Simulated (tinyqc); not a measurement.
Global model of a low-pressure process discharge: electron temperature, density, ion flux and ion energy: one step, computed by the program tinyqc. Command: `OMP_NUM_THREADS=1 python tinyqc.py 3113347 3113348 out.jsonl plasma walk`. One thread of a shared host (Intel(R) Xeon(R) Processor @ 2.30GHz), about 0.01 s of CPU time with the checks.

Maxwellian electrons with temperature T_e in eV, one positive ion, no negative ions, uniform bulk density n; rate constants have the Arrhenius form.

Problem. Geometry factors. n_g = p/(k_B T_g); lambda_i = 1/(n_g sigma); h_L = 0.86/sqrt(3 + L/(2 lambda_i)), h_R = 0.8/sqrt(4 + R/lambda_i); A_eff = 2 pi R^2 h_L + 2 pi R L h_R; d_eff = pi R^2 L/A_eff.

Inputs (values chosen for the exercise, of the order of those of an inductive discharge in a simple atomic gas): ion-neutral cross section = 8e-19 m^2; pressure p = 5.4 Pa; gas temperature T_g = 600 K; radius R = 20 cm; height L = 10 cm.

Constants: k_B = 1.380649e-23 J/K.

Give: gas density n_g; ion mean free path; h_L; h_R; A_eff; d_eff.

Solution.

gas density n_g = 6.519e+20 1/m^3

ion mean free path = 0.1918 cm

h_L = 0.1595

h_R = 0.07687

A_eff = 497.5 cm^2

d_eff = 25.26 cm

Caution: at so short an ion path the formulas for h_L and h_R give way to the ambipolar-diffusion limit.
